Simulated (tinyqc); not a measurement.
From the diamond lattice to a polar crystal: two-band k.p model of the X valleys of a zinc-blende crystal.

k along the valley axis, counted from X, c = hbar^2/2m0, e = c k^2/ml. H = [[e - D/2, i P k], [-i P k, e + D/2]] with P^2 = D0 c/ml, so E = e -/+ sqrt(D^2/4 + D0 e). For D = 0 (diamond lattice) the bands cross at X.

With x = D/D0: for x < 1 the minima lie at k_m = sqrt(ml D0 (1 - x^2)/(4 c)), the hump at X has the height dE = (D0/4)(1 - x)^2 and the mass at the minimum is ml/(1 - x^2); the mass at X is ml/(1 - 1/x), negative for x < 1. For x > 1 the minimum is at X.

Constants: hbar^2/2m0 = 3.80998211 eV angstrom^2.

Inputs chosen for the exercise (out of a larger set: of the order of those of cubic SiC; not measured data): D0 = 1.082 eV (coupling energy); ml = 0.404 m0 (mass along the axis from remote bands).

D is varied at fixed D0 and ml.

Results:

| x | D (eV) | k_m (1/angstrom) | dE (meV) | mass at the minimum |
|---|---|---|---|---|
| 0.00 | 0.000 | 0.1694 | 270.50 | 0.404 |
| 0.30 | 0.325 | 0.1616 | 132.54 | 0.444 |
| 0.60 | 0.649 | 0.1355 | 43.28 | 0.631 |
| 0.80 | 0.866 | 0.1016 | 10.82 | 1.122 |
| 0.90 | 0.974 | 0.0738 | 2.71 | 2.126 |
| 1.10 | 1.190 | 0.0000 | 0.00 | 4.444 |
| 1.30 | 1.407 | 0.0000 | 0.00 | 1.751 |
| 2.00 | 2.164 | 0.0000 | 0.00 | 0.808 |
| 4.00 | 4.328 | 0.0000 | 0.00 | 0.539 |

What can be read from this table?

At D = 0 the minima lie 0.1694 1/angstrom from X under a cusp of D0/4 = 270 meV, the pattern of silicon. The hump shrinks as (1 - x)^2, faster than k_m, so at x = 0.9 it is only 2.70 meV although k_m is still 44 % of its first value. The mass diverges at x = 1 from both sides (2.13 at 0.9, 4.44 at 1.1), where the band is quartic.

Run: tinyqc, `OMP_NUM_THREADS=1 python tinyqc.py 1850851 1850852 out.jsonl`; Intel(R) Xeon(R) Processor @ 2.30GHz, one thread, shared host; about 0.01 s of CPU time with all checks.
